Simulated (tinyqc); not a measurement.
Pair-potential crystal by lattice sums: one step, computed by the program tinyqc.

Energy per atom E = (1/2) sum over neighbours of phi(r); d is the nearest-neighbour distance.

Task: Energy and virial pressure. E = (1/2) sum count x phi; P = -(1/(6 Omega)) sum count x r phi', Omega = 0.707107 d^3.

Inputs (values chosen for the exercise, for model atoms): pair minimum r0 = 2.97 angstrom; trial neighbour distance d/r0 = 0.97.

Potential: Mie n-m. Structure: fcc.

Shells:

| shell | count | r (angstrom) | phi (eV) | phi' (eV/angstrom) | phi'' (eV/angstrom^2) |
|---|---|---|---|---|---|
| 1 | 12 | 2.880900 | -0.6341647 | -0.9792448 | 15.29223 |
| 2 | 6 | 4.074208 | -0.1511135 | 0.2302222 | -0.37387 |
| 3 | 24 | 4.989865 | -0.0396122 | 0.0562900 | -0.08121 |
| 4 | 12 | 5.761800 | -0.0130841 | 0.0193462 | -0.02596 |
| 5 | 24 | 6.441888 | -0.0044500 | 0.0077486 | -0.01066 |
| 6 | 8 | 7.056735 | -0.0012802 | 0.0031204 | -0.00514 |
| 7 | 48 | 7.622145 | -0.0001896 | 0.0009583 | -0.00278 |

Constants: 1 eV/angstrom^3 = 160.2176634 GPa.

Give: energy at the trial distance; pressure at the trial distance.

Result:

energy at the trial distance = -4.875 eV/atom

pressure at the trial distance = 29.10 GPa

The pressure is positive, so the lattice wants to expand.
